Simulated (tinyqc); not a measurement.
Plane-wave Kohn-Sham cycle with exchange-only LDA in a layered model solid, step by step. One step of it, computed by the program tinyqc.

Task: Iteration 2: potential. V_H(G) = 4 pi rho(G)/G^2 for G != 0 (uniform background); v_x = -(3 rho/pi)^(1/3); V = V_ext + V_H + v_x; Fourier components f(G_m) = (1/N) sum_j f(x_j) exp(-i G_m x_j).

A solid whose potential varies along x alone (atomic units):
```
parameter,value
period a,13.900000
cross-section of the cell,37.000000
electrons per cell,2
grid points,16
"plane waves -n..n, n",3
k points,4
V1 in V1 cos(2 pi x/a),-0.100000
```

density after iteration 1 (e/bohr^3): 0.00455514  0.00445816  0.00422044  0.00395427  0.00374563  0.00361776  0.00355274  0.00352494  0.00351748  0.00352494  0.00355274  0.00361776  0.00374563  0.00395427  0.00422044  0.00445816

Give: Potentials on the grid; V(G_m), m = 0, 1, 2, ....

Result:

Potentials on the grid (hartree):
```
x,V_ext,V_H,v_x,V
0.000,-0.100,0.033,-0.163,-0.230
0.869,-0.092,0.030,-0.162,-0.225
1.738,-0.071,0.021,-0.159,-0.208
2.606,-0.038,0.010,-0.156,-0.184
3.475,0,-2.23e-03,-0.153,-0.155
4.344,0.038,-0.013,-0.151,-0.126
5.213,0.071,-0.021,-0.150,-0.101
6.081,0.092,-0.027,-0.150,-0.084
6.950,0.100,-0.028,-0.150,-0.078
7.819,0.092,-0.027,-0.150,-0.084
8.688,0.071,-0.021,-0.150,-0.101
9.556,0.038,-0.013,-0.151,-0.126
10.425,0,-2.23e-03,-0.153,-0.155
11.294,-0.038,0.010,-0.156,-0.184
12.162,-0.071,0.021,-0.159,-0.208
13.031,-0.092,0.030,-0.162,-0.225
```

V(G_m), m = 0, 1, 2, ... (hartree): -0.155  -0.038  0.000  0.000  0.000  0.000  0.000
